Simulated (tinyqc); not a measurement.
Coherent transport through a tight-binding region between two chains, step by step. Computed by tinyqc, a small Python program that keeps every step. Settings: temperature = 77, mu = 0.43. Command: `OMP_NUM_THREADS=1 python tinyqc.py 20524 20525 out.jsonl` (the two numbers bound the seeds that draw the settings). One thread of a shared host (Intel(R) Xeon(R) Processor @ 2.60GHz), about 0.1 s of CPU time with the checks.

## Transmission at E = -0.83 eV

H of the central region (eV), lower triangle:
```
           1          2         3
1   0.320000
2  -0.490000  -0.890000
3   0.000000  -0.570000  0.480000
```

Leads: semi-infinite chains with site energy 0:
```
parameter                           value
lead hopping t (eV)              1.720000
coupling to the left lead (eV)   1.160000
coupling to the right lead (eV)  0.500000
left contact site                       1
right contact site                      3
```

E = -0.830000 eV

Surface Green function g = (E - i sqrt(4 t^2 - E^2)) / (2 t^2); self-energy tc^2 g on each contact site; G = (E - H - Sigma)^(-1); Gamma = -2 Im Sigma; T = Gamma_L Gamma_R |G_LR|^2; local density of states -Im G_ii / pi.

g = -0.140279-0.564218i 1/eV

G (1/eV), lower triangle:
```
                     1                   2                    3
1  -0.471217-0.226002i
2   0.766252+0.286757i  1.947474-0.624704i
3   0.324423+0.164098i  0.890681-0.180752i  -0.372646-0.122040i
```

local density of states (1/eV): 0.071939  0.198849  0.038846

transmission = 0.056620

## Transmission across the band

The same steps on a grid of energies.

T(E):
```
E (eV)              T
-3.26800000  0.000007
-2.94120000  0.000037
-2.61440000  0.000127
-2.28760000  0.000431
-1.96080000  0.001698
-1.63400000  0.010261
-1.30720000  0.265813
-0.98040000  0.094812
-0.65360000  0.043520
-0.32680000  0.044578
0.00000000   0.070027
0.32680000   0.164725
0.65360000   0.627851
0.98040000   0.137993
1.30720000   0.018358
1.63400000   0.003951
1.96080000   0.001087
2.28760000   0.000341
2.61440000   0.000112
2.94120000   0.000034
3.26800000   0.000006
```

levels of the isolated region (eV): -1.234050  0.375056  0.768994

## Current

I = (2e/h) int T(E) [f(E - mu - V/2) - f(E - mu + V/2)] dE at 77 K with mu = 0.43 eV, the bias not changing H; 2e^2/h = 77.48092 microsiemens; the integral runs over the band on 4001 points.

Current:
```
V (volt)  I (microampere)
0.010000         0.188048
0.050000         0.942441
0.100000         1.898675
0.200000         3.908594
0.400000         8.691740
0.800000        19.488692
```
